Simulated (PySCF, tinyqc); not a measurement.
Inside a calculation. Method: CISD on RHF in the sto-3g basis, for H4, spin multiplicity 1. The lowest restricted solution is unstable here: a spin-polarised one lies 0.2311 hartree lower (PySCF). Computed by tinyqc, a small Python program that keeps every step (integrals from PySCF). Settings: charge = 0, multiplicity = 1, basis = sto-3g, method = RHF, energy threshold = 1e-10, iteration cap = 62, orthogonalisation = canonical, start = atomic densities, DIIS depth = 6, ci = CISD. Command: `OMP_NUM_THREADS=1 python tinyqc.py 26822 26823 out.jsonl` (the two numbers bound the seeds that draw the settings). One thread of a shared host (Intel(R) Xeon(R) Processor @ 2.60GHz), about 0.1 s of CPU time with the checks. The early iterations of the SCF are left out here.

## One-electron integrals

Geometry (angstrom):
```
atom        x        y        z
H     0.00000  0.00000  0.00000
H     0.00000  0.00000  1.69600
H     0.00000  1.80500  0.00000
H     0.00000  1.80500  1.69600
```

Basis sto-3g: exponents (1/bohr^2) and contraction coefficients of normalised primitives:
```
element  l (shell)  exponent  coefficient
H            s (1)   3.42525      0.15433
H            s (1)   0.62391      0.53533
H            s (1)   0.16886      0.44463
```

Overlap, kinetic and nuclear-attraction integrals over the contracted functions; the nuclear repulsion is the sum of Za Zb / Rab.

nuclear repulsion = 1.6376862 hartree

overlap S:
```
         1H 1s    2H 1s    3H 1s    4H 1s
1H 1s  1.00000  0.19245  0.16282  0.05172
2H 1s  0.19245  1.00000  0.05172  0.16282
3H 1s  0.16282  0.05172  1.00000  0.19245
4H 1s  0.05172  0.16282  0.19245  1.00000
```

kinetic energy T (hartree):
```
          1H 1s     2H 1s     3H 1s     4H 1s
1H 1s   0.76003  -0.00247  -0.00632  -0.01080
2H 1s  -0.00247   0.76003  -0.01080  -0.00632
3H 1s  -0.00632  -0.01080   0.76003  -0.00247
4H 1s  -0.01080  -0.00632  -0.00247   0.76003
```

nuclear attraction V (hartree):
```
          1H 1s     2H 1s     3H 1s     4H 1s
1H 1s  -2.04463  -0.33428  -0.27903  -0.08866
2H 1s  -0.33428  -2.04463  -0.08866  -0.27903
3H 1s  -0.27903  -0.08866  -2.04463  -0.33428
4H 1s  -0.08866  -0.27903  -0.33428  -2.04463
```

core Hamiltonian H = T + V (hartree):
```
          1H 1s     2H 1s     3H 1s     4H 1s
1H 1s  -1.28460  -0.33675  -0.28534  -0.09946
2H 1s  -0.33675  -1.28460  -0.09946  -0.28534
3H 1s  -0.28534  -0.09946  -1.28460  -0.33675
4H 1s  -0.09946  -0.28534  -0.33675  -1.28460
```

## Two-electron integrals

Functions are numbered as in S; the eight-fold symmetry (ij|kl) = (ji|kl) = (kl|ij) leaves the list below.

Two-electron integrals (ij|kl) in chemists' order, unique and non-zero (hartree):
```
(11|11) 0.77461   (21|11) 0.09772   (21|21) 0.02017   (22|11) 0.30886
(22|21) 0.09772   (22|22) 0.77461   (31|11) 0.08029   (31|21) 0.01202
(31|22) 0.04413   (31|31) 0.01414   (32|11) 0.01931   (32|21) 0.00422
(32|22) 0.02139   (32|31) 0.00360   (32|32) 0.00129   (33|11) 0.29116
(33|21) 0.05034   (33|22) 0.21354   (33|31) 0.08029   (33|32) 0.02139
(33|33) 0.77461   (41|11) 0.02139   (41|21) 0.00422   (41|22) 0.01931
(41|31) 0.00360   (41|32) 0.00126   (41|33) 0.01931   (41|41) 0.00129
(42|11) 0.04413   (42|21) 0.01202   (42|22) 0.08029   (42|31) 0.00772
(42|32) 0.00360   (42|33) 0.04413   (42|41) 0.00360   (42|42) 0.01414
(43|11) 0.05034   (43|21) 0.01030   (43|22) 0.05034   (43|31) 0.01202
(43|32) 0.00422   (43|33) 0.09772   (43|41) 0.00422   (43|42) 0.01202
(43|43) 0.02017   (44|11) 0.21354   (44|21) 0.05034   (44|22) 0.29116
(44|31) 0.04413   (44|32) 0.01931   (44|33) 0.30886   (44|41) 0.02139
(44|42) 0.08029   (44|43) 0.09772   (44|44) 0.77461
```

## Orthogonalisation

S = U s U^T; canonical form X = U s^(-1/2), so that X^T S X = 1. Each column of U has its largest component positive (the first on a tie).

eigenvalues of S: 0.69645  0.91865  0.97791  1.40699

X:
```
              1         2         3        4
1H 1s   0.59914   0.52167   0.50561  0.42153
2H 1s  -0.59914  -0.52167   0.50561  0.42153
3H 1s  -0.59914   0.52167  -0.50561  0.42153
4H 1s   0.59914  -0.52167  -0.50561  0.42153
```

## Iteration 3 (converged): orbitals

converged F (hartree):
```
          1H 1s     2H 1s     3H 1s     4H 1s
1H 1s  -0.12357  -0.25929  -0.10435  -0.06164
2H 1s  -0.25929  -0.12357  -0.06164  -0.10435
3H 1s  -0.10435  -0.06164  -0.12357  -0.25929
4H 1s  -0.06164  -0.10435  -0.25929  -0.12357
```

Diagonalise F' = X^T F X, C = X C', fill 2 alpha and 2 beta electrons from the bottom; D = 2 C_occ C_occ^T. Each column has its largest component positive (the first on a tie).

F' = X^T F X (hartree):
```
         1        2         3         4
1  0.25620  0.00000   0.00000   0.00000
2  0.00000  0.10125   0.00000   0.00000
3  0.00000  0.00000  -0.22176   0.00000
4  0.00000  0.00000   0.00000  -0.39009
```

orbital energies (hartree): MO1 -0.39009, MO2 -0.22176, MO3 0.10125, MO4 0.25620

coefficients C:
```
           MO1       MO2       MO3       MO4
1H 1s  0.42153   0.50561   0.52167   0.59914
2H 1s  0.42153   0.50561  -0.52167  -0.59914
3H 1s  0.42153  -0.50561   0.52167  -0.59914
4H 1s  0.42153  -0.50561  -0.52167   0.59914
```

D after iteration 3:
```
          1H 1s     2H 1s     3H 1s     4H 1s
1H 1s   0.86666   0.86666  -0.15592  -0.15592
2H 1s   0.86666   0.86666  -0.15592  -0.15592
3H 1s  -0.15592  -0.15592   0.86666   0.86666
4H 1s  -0.15592  -0.15592   0.86666   0.86666
```

## Convergence

Stop when the energy changes by less than 1e-10 hartree and every element of the error matrix X^T (F D S - S D F) X is below 3e-06.

Course of the cycle:
```
iteration  E (hartree)     change  largest element of the error matrix
1           -1.2042520          -                             1.18e-16
2           -1.6644861  -4.60e-01                             7.26e-16
3           -1.6644861   4.44e-16                             8.42e-16
```

PySCF RHF in the same basis = -1.6644861 hartree

Converged in 3 iterations.

## Integrals over molecular orbitals

(pq|rs) = sum C_ip C_jq C_kr C_ls (ij|kl), one index at a time.

one-electron integrals over orbitals h = C^T H C (hartree):
```
          1         2         3         4
1  -1.42585   0.00000   0.00000   0.00000
2   0.00000  -1.26447   0.00000   0.00000
3   0.00000   0.00000  -1.23412   0.00000
4   0.00000   0.00000   0.00000  -1.09407
```

Two-electron integrals over orbitals (pq|rs), unique and non-zero (hartree):
```
(11|11) 0.39267   (21|21) 0.14318   (22|11) 0.39314   (22|22) 0.39963
(31|31) 0.13555   (32|32) 0.10571   (33|11) 0.39260   (33|22) 0.39572
(33|33) 0.39973   (41|32) 0.10341   (41|41) 0.10116   (42|31) 0.14136
(42|42) 0.15108   (43|21) 0.14895   (43|43) 0.15982   (44|11) 0.39679
(44|22) 0.40447   (44|33) 0.40515   (44|44) 0.41461
```

## CISD: determinants and Hamiltonian

Hartree-Fock energy = -1.6644861 hartree

Slater-Condon rules over spin orbitals, with the nuclear repulsion added and E(HF) subtracted on the diagonal. Only determinants linked to the reference directly or through others are kept (one block of an abelian symmetry group), so some states are absent.

Occupation strings over the orbitals (2 doubly, a alpha, b beta, 0 empty; spin orbitals ordered 1a 1b 2a 2b ...): 2200 aabb 2020 abab 2002 abba baab 0220 baba 0202 bbaa

H - E(HF) between determinants (hartree):
```
          2200      aabb      2020      abab      2002      abba      baab      0220
2200   0.00000  -0.03796   0.10571  -0.10341   0.15108   0.14136   0.14136   0.13555
aabb  -0.03796   0.36851   0.10341  -0.10571  -0.14136  -0.15108  -0.13555  -0.14136
2020   0.10571   0.10341   0.07392   0.04555   0.15982  -0.14895  -0.14895   0.14318
abab  -0.10341  -0.10571   0.04555   0.38488   0.14895  -0.15982  -0.14318   0.14895
2002   0.15108  -0.14136   0.15982   0.14895   0.45443  -0.00759  -0.00759   0.00000
abba   0.14136  -0.15108  -0.14895  -0.15982  -0.00759   0.46464   0.00000  -0.00759
baab   0.14136  -0.13555  -0.14895  -0.14318  -0.00759   0.00000   0.46464  -0.00759
0220   0.13555  -0.14136   0.14318   0.14895   0.00000  -0.00759  -0.00759   0.47577
baba  -0.10341  -0.10116   0.04555   0.00000   0.14895  -0.14318  -0.15982   0.14895
0202   0.10116   0.10341   0.00000   0.04555   0.14318  -0.14895  -0.14895   0.15982
bbaa  -0.03796   0.00000   0.10341  -0.10116  -0.14136  -0.13555  -0.15108  -0.14136

          baba      0202      bbaa
2200  -0.10341   0.10116  -0.03796
aabb  -0.10116   0.10341   0.00000
2020   0.04555   0.00000   0.10341
abab   0.00000   0.04555  -0.10116
2002   0.14895   0.14318  -0.14136
abba  -0.14318  -0.14895  -0.13555
baab  -0.15982  -0.14895  -0.15108
0220   0.14895   0.15982  -0.14136
baba   0.38488   0.04555  -0.10571
0202   0.04555   0.71504   0.10341
bbaa  -0.10571   0.10341   0.36851
```

## CISD: roots

Diagonalise (each vector has its largest component positive (the first on a tie)); all determinants have Ms = 0, so triplets appear too. The lowest singlet root is the correlation energy.

lowest roots of this matrix, relative to E(HF) (hartree): -0.23281  -0.17535  -0.12500  0.32020  0.36343  0.38459  0.46617  0.47001

lowest vectors:
```
        root 1    root 2   root 3    root 4
2200   0.69614   0.47767  0.00000   0.35434
aabb   0.11952  -0.21714  0.40825   0.23212
2020  -0.58380   0.45224  0.00000   0.62671
abab   0.09495   0.20023  0.40825  -0.19863
2002   0.02468  -0.45033  0.00000   0.19880
abba  -0.21447   0.01691  0.40825  -0.03349
baab  -0.21447   0.01691  0.40825  -0.03349
0220   0.02985  -0.41590  0.00000   0.31586
baba   0.09495   0.20023  0.40825  -0.19863
0202  -0.18567   0.12841  0.00000  -0.39176
bbaa   0.11952  -0.21714  0.40825   0.23212
```

<S^2> of these roots: 0.00000  0.00000  6.00000  0.00000  2.00000  2.00000  0.00000  2.00000

weight of the ground state by excitation level 0, 1, 2, ...: 0.48461  0.00000  0.51539

The reference has a weight of only 0.48: one determinant is a poor start here. A root of higher spin lies below E(HF).
